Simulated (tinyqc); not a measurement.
# Double-gate transistor below threshold, two-dimensional Poisson equation on a small mesh: what changes with what

Half of a symmetric double-gate structure: row 0 is the mid-plane of the body, where the normal field vanishes. Mobile charge is neglected (subthreshold), the body is fully depleted, and potentials are counted from the intrinsic level; rows run upward to the gate, columns from source to drain.

Inputs (values chosen for the exercise); semiconductor permittivity close to that of silicon:
```
symbol  value   unit                                     meaning
T         325      K                                 temperature
eps_r    11.7         relative permittivity of the semiconductor
eox        22             relative permittivity of the insulator
tb          8     nm                     half the body thickness
tox         4     nm                         insulator thickness
L          41     nm                              channel length
Na          0  cm^-3       acceptor density of the depleted body
Vbi      0.49      V                     potential of the source
Vfb      0.02      V                                 gate offset
Vg          0      V                                gate voltage
Vd          1      V                               drain voltage
```

Constants: q = 1.602176634e-19 C, kB = 1.380649e-23 J/K, Vt = kB T/q, eps0 = 8.8541878128e-14 F/cm where lengths are in cm. Results are converted to the units shown.

Each table varies one quantity; the others keep the values above.

## Effect of the drain voltage

Mesh: rows i = 0..12 in the semiconductor (step hs = tb/12, row 12 on the interface), then 8 step(s) ho = tox/8 up to the gate row 20; columns j = 0..80 (step hy = L/80). Box integration, divided by eps0: up_i = eps hy/h of the interval above row i, dn_i = that of the interval below (0 for row 0), lat_i = (sum of eps h/2 over the intervals above and below)/hy, s_i = -q Na w_i hy/eps0 with w_i the semiconductor height of the box (hs/2 for row 0 and the interface row, hs between, 0 in the insulator). Each free node obeys (up + dn + 2 lat) psi = up psi(above) + dn psi(below) + lat [psi(left) + psi(right)] + s. Fixed values: gate row Vg - Vfb; column 0 at Vbi and the last column at Vbi + Vd in the semiconductor, each running linearly to Vg - Vfb across the insulator. The system is solved directly. On row 0 the minimum of psi and its place come from a parabola through the three lowest nodes; barrier = Vbi - minimum, swing = Vt ln 10/(d psi/dVg), DIBL = (d psi/dVd)/(d psi/dVg) there. Lambda = pi/k with k the smallest positive root of tan(k tox) tan(k tb) = eox/eps_r.

Results:
```
Vd (V)	L/Lambda	barrier (V)	place y/L	swing (mV/decade)	DIBL (mV/V)
0.05	1.984	0.4481	0.4924	72.95	62.51
0.25	1.984	0.4379	0.4676	73.13	53.66
0.45	1.984	0.4290	0.4485	73.43	47.83
0.65	1.984	0.4210	0.4331	73.78	43.63
1.05	1.984	0.4069	0.4089	74.53	37.85
```

Estimate the missing row, Vd = 0.85 V.

Computed row:
```
Vd (V)	L/Lambda	barrier (V)	place y/L	swing (mV/decade)	DIBL (mV/V)
0.85	1.984	0.4137	0.4201	74.15	40.41
```

With this row back in the table: As Vd goes from 0.05 to 1.05 V, the barrier falls from 0.448 to 0.407 V, the swing rises from 72.9 to 74.5 mV a decade and DIBL falls from 62.5 to 37.8 mV/V; the ideal swing is 64.5. The barrier top moves from y/L = 0.492 to 0.409, towards the source.

## Effect of the relative permittivity of the insulator

Same model as above.

Results:
```
eox	L/Lambda	barrier (V)	place y/L	swing (mV/decade)	DIBL (mV/V)
3.9	1.179	0.2210	0.3434	106.2	146.0
8.8	1.572	0.3371	0.3873	83.67	72.66
13	1.757	0.3743	0.3999	78.56	53.97
20	1.946	0.4035	0.4098	75.01	40.64
30	2.099	0.4221	0.4164	72.92	32.67
```

Estimate the missing row, eox = 5.9.

Computed row:
```
eox	L/Lambda	barrier (V)	place y/L	swing (mV/decade)	DIBL (mV/V)
5.9	1.376	0.2864	0.3695	91.99	101.5
```

With this row back in the table: As eox goes from 3.9 to 30, the barrier rises from 0.221 to 0.422 V, the swing falls from 106 to 72.9 mV a decade and DIBL falls from 146 to 32.7 mV/V; the ideal swing is 64.5. L/Lambda goes from 1.2 to 2.1.

## Effect of the gate voltage

Same model as above.

Results:
```
Vg (V)	L/Lambda	barrier (V)	place y/L	swing (mV/decade)	DIBL (mV/V)
-0.2	1.984	0.5825	0.4284	73.90	42.44
-0.12	1.984	0.5128	0.4226	74.07	41.00
0.04	1.984	0.3739	0.4071	74.60	37.45
0.12	1.984	0.3049	0.3964	75.03	35.21
0.2	1.984	0.2365	0.3824	75.68	32.51
```

Estimate the missing row, Vg = -0.04 V.

Computed row:
```
Vg (V)	L/Lambda	barrier (V)	place y/L	swing (mV/decade)	DIBL (mV/V)
-0.04	1.984	0.4432	0.4156	74.30	39.36
```

With this row back in the table: As Vg goes from -0.2 to 0.2 V, the barrier falls from 0.582 to 0.236 V, the swing rises from 73.9 to 75.7 mV a decade and DIBL falls from 42.4 to 32.5 mV/V; the ideal swing is 64.5. The barrier top moves from y/L = 0.428 to 0.382, towards the source.

Numbers from tinyqc (`OMP_NUM_THREADS=1 python tinyqc.py 2480055 2480056 out.jsonl`; about 0.09 s on one thread of a shared Intel Xeon 2.30GHz).
